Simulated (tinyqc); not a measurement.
# MOS capacitor on a p-type substrate, surface potential from the exact charge relation: several studies

Uniform p-type substrate, Boltzmann statistics, full ionisation, classical densities. psi is the surface potential against the body (positive when the bands bend down) and u = psi/Vt. Traps are spread evenly over the gap and neutral at flat band, so their charge is -q Dit psi; the minority quasi-Fermi level is shifted by Vb.

Inputs (values chosen for the exercise); band and dielectric values close to those of gallium nitride: temperature T = 293 K; band gap Eg = 3.47 eV; relative permittivity eps_r = 9.57; conduction-band density of states at T Nc = 2.2e18 cm^-3; valence-band density of states at T Nv = 4.4e19 cm^-3; electron affinity chi = 4.1 eV; acceptor density of the substrate N = 1.9e15 cm^-3; relative permittivity of the gate insulator (close to silicon dioxide) eox = 3.9; insulator thickness tox = 3.3 nm; gate work function phiM = 4.27 eV; fixed charge at the interface, in units of q Nf = 0 cm^-2; density of interface traps Dit = 0 cm^-2 eV^-1; reverse bias of the inversion layer against the body Vb = 1.6 V.

Constants: q = 1.602176634e-19 C, kB = 1.380649e-23 J/K, Vt = kB T/q, eps0 = 8.8541878128e-14 F/cm where lengths are in cm. Results are converted to the units shown.

Each table varies one quantity; the others keep the values above.

## Capacitance-voltage curves

ni = sqrt(Nc Nv) exp(-Eg/(2 Vt)), Eg in volts; phiF = Vt ln(N/ni); Cox = eps0 eox/tox; Vfb = phiM - chi - (Eg - Vt ln(Nv/N)) - q Nf/Cox; Q0 = sqrt(2 eps0 eps_r q N Vt); r = (ni/N)^2 exp(-Vb/Vt); VT = Vfb + [(2 phiF + Vb)(1 + q Dit/Cox) + sqrt(2 eps0 eps_r q N (2 phiF + Vb))/Cox]. u = psi/Vt; F^2 = exp(-u) + u - 1 + r (exp(u) - u - 1); Qs = -sign(u) Q0 F; Cs = -dQs/dpsi = (Q0/Vt) |1 - exp(-u) + r (exp(u) - 1)|/(2 F). psi solves Vg = Vfb + psi + (q Dit psi - Qs)/Cox. Low frequency: 1/C_LF = 1/Cox + 1/(Cs + q Dit). High frequency, in the simple estimate in which traps and minority carriers do not follow: 1/C_HF = 1/Cox + 1/Cd, Cd being Cs with r = 0 at the same psi. Deep depletion: r = 0 and Dit = 0 both in the equation for psi and in Cs. Minority sheet density N_inv = (Q0/(2 q)) int_0^u r (exp(t) - 1)/F(t) dt for u > 0. N_inv under 1 cm^-2 is printed as 0. Regimes: accumulation when majority carriers gather, then depletion up to |psi| = phiF + Vb, weak inversion up to 2 phiF + Vb, strong inversion beyond.

Results:
```
Vg (V),psi (V),C_LF/Cox,C_HF/Cox,C_deep/Cox,N_inv (cm^-2),regime
-3.65,-0.23583,0.87940,0.87940,0.87940,0,accumulation
-3.04,0.0057154,0.082317,0.082317,0.082317,0,depletion
-2.44,0.58994,0.014237,0.014237,0.014237,0,depletion
-1.83,1.1928,0.0099442,0.0099442,0.0099442,0,depletion
-1.23,1.7874,0.0081093,0.0081093,0.0081093,0,depletion
-0.62,2.3928,0.0070039,0.0070039,0.0070039,0,depletion
-0.01,2.9988,0.0062544,0.0062544,0.0062544,0,depletion
0.59,3.5952,0.0057112,0.0057112,0.0057112,0,weak inversion
1.8,4.7756,0.43665,0.0049548,0.0049428,1.5281e11,strong inversion
2.41,4.8951,0.91689,0.0048940,0.0046570,3.3553e12,strong inversion
3.02,4.9308,0.95735,0.0048762,0.0044156,7.1058e12,strong inversion
```

Estimate the missing row, Vg = 1.2 V.

Computed row:
```
Vg (V),psi (V),C_LF/Cox,C_HF/Cox,C_deep/Cox,N_inv (cm^-2),regime
1.2,4.2019,0.0052824,0.0052824,0.0052824,27.542,weak inversion
```

With this row back in the table: C_LF/Cox is lowest, 0.00528, at Vg = 1.2 V (weak inversion) among the rows listed and is 0.957 in the last row, where C_HF/Cox is 0.00488 and the deep-depletion value 0.00442. Vfb = -3.05 V, where C_HF/Cox = 0.0881 (Cox in series with eps0 eps_r/LD), and VT = 1.64 V. Over the last two rows psi moves by only 0.059 V a volt of gate bias, since the inversion charge screens the body. In strong accumulation and inversion degeneracy and confinement, left out here, lower the capacitance.

## Effect of the gate work function on threshold and swing

ni = sqrt(Nc Nv) exp(-Eg/(2 Vt)), Eg in volts; phiF = Vt ln(N/ni); Cox = eps0 eox/tox; Vfb = phiM - chi - (Eg - Vt ln(Nv/N)) - q Nf/Cox; VT = Vfb + [(2 phiF + Vb)(1 + q Dit/Cox) + sqrt(2 eps0 eps_r q N (2 phiF + Vb))/Cox]. gamma = sqrt(2 eps0 eps_r q N)/Cox; Wm = sqrt(2 eps0 eps_r (2 phiF + Vb)/(q N)); m = 1 + (eps0 eps_r/Wm + q Dit)/Cox; swing m Vt ln 10; Cmin/Cox = 1/(1 + Cox Wm/(eps0 eps_r)).

The same in every row: 2 phiF (V) = 3.038; gamma (V^0.5) = 0.02171; Wm (nm) = 1607; m = 1.005; swing (mV/decade) = 58.43; Cmin/Cox = 0.005014.

Effect of the gate work function on threshold and swing:
```
phiM (eV),Vfb (V),VT (V)
4.1,-3.216,1.469
4.3,-3.016,1.669
4.5,-2.816,1.869
4.7,-2.616,2.069
4.9,-2.416,2.269
5.1,-2.216,2.469
5.3,-2.016,2.669
```

What does the comparison show?

As phiM goes from 4.1 to 5.3, VT rises from 1.47 to 2.67 V, the swing stays at 58.4 mV/decade and Cmin/Cox stays at 0.00501. The whole change of VT is that of Vfb: the curve shifts rigidly.

## Effect of the acceptor density of the substrate on threshold and swing

Same model as above.

Effect of the acceptor density of the substrate on threshold and swing:
```
N (cm^-3),Vfb (V),2 phiF (V),gamma (V^0.5),VT (V),Wm (nm),m,swing (mV/decade),Cmin/Cox
1e15,-3.0300,3.0057,0.015747,1.6095,2207.2,1.0037,58.351,0.0036554
3.4e15,-3.0609,3.0675,0.029036,1.6693,1205.0,1.0067,58.528,0.0066751
1.1e16,-3.0906,3.1268,0.052227,1.7498,674.18,1.0120,58.836,0.011869
3.8e16,-3.1219,3.1894,0.097072,1.8800,365.12,1.0222,59.427,0.021697
1.3e17,-3.1529,3.2515,0.17954,2.0940,198.68,1.0408,60.507,0.039161
4.4e17,-3.1837,3.3131,0.33031,2.4615,108.68,1.0745,62.469,0.069344
1.5e18,-3.2147,3.3750,0.60988,3.1207,59.230,1.1367,66.086,0.12027
5e18,-3.2451,3.4358,1.1135,4.2895,32.639,1.2481,72.561,0.19878
```

As N goes from 1e15 to 5e18, VT rises from 1.61 to 4.29 V, the swing rises from 58.4 to 72.6 mV/decade and Cmin/Cox rises from 0.00366 to 0.199. Of the change of VT by 2.68 V, -0.215 V comes from Vfb and 2.90 V from the band bending and the charge it takes. gamma goes as N^(0.50) and Wm as N^(-0.49); phiF, which grows slowly with N, keeps the latter from -1/2.

tinyqc, about 0.01 s, one thread, Intel Xeon 2.30GHz (shared host): `OMP_NUM_THREADS=1 python tinyqc.py 2060126 2060127 out.jsonl`
